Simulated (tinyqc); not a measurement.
Effective mass of the light-hole band from tabulated energies: one step. The non-parabolic form. The numbers come from values chosen for the exercise (band of an eight-band Kane model near GaSb).

c = hbar^2/2m0. A uniform scatter of up to 0.3 meV has been added to mimic numerical noise.
Constants: hbar^2/2m0 = 3.80998211 eV angstrom^2.

Energies along [111], from the band edge downward:
```
k (1/angstrom)     E (meV)
0.0000000         0.000000
0.0056000         2.846400
0.0112000        11.781400
0.0168000        26.085300
0.0224000        45.383600
0.0280000        67.893300
0.0336000        93.861700
0.0392000       122.499400
0.0448000       151.810900
```

reference mass (curvature of the model at k = 0.0001 1/angstrom) = 0.0393701 m0

Question. E (1 + alpha E) = c k^2/m means that y = c k^2/E is a straight line in E with intercept m and slope m alpha. Fit the line by unweighted least squares over points 1 to 8, E in eV.

Give: y; m; alpha.

Answer.

y (m0): 0.04198  0.04057  0.04122  0.04212  0.04400  0.04583  0.04779  0.05037

m = 0.04012 m0
alpha = 1.569 1/eV

The intercept errs by +1.92 %. The scatter of the first points, divided by small energies, tilts an unweighted line. For this band the scale of alpha is set by Dso = 0.769 eV as well as by the gap.

Computed by tinyqc, a small Python program: `OMP_NUM_THREADS=1 python tinyqc.py 1850060 1850061 out.jsonl` (the numbers bound the seed that draws the inputs); one thread of a shared host (Intel(R) Xeon(R) Processor @ 2.30GHz), about 0.01 s for the whole set of steps.
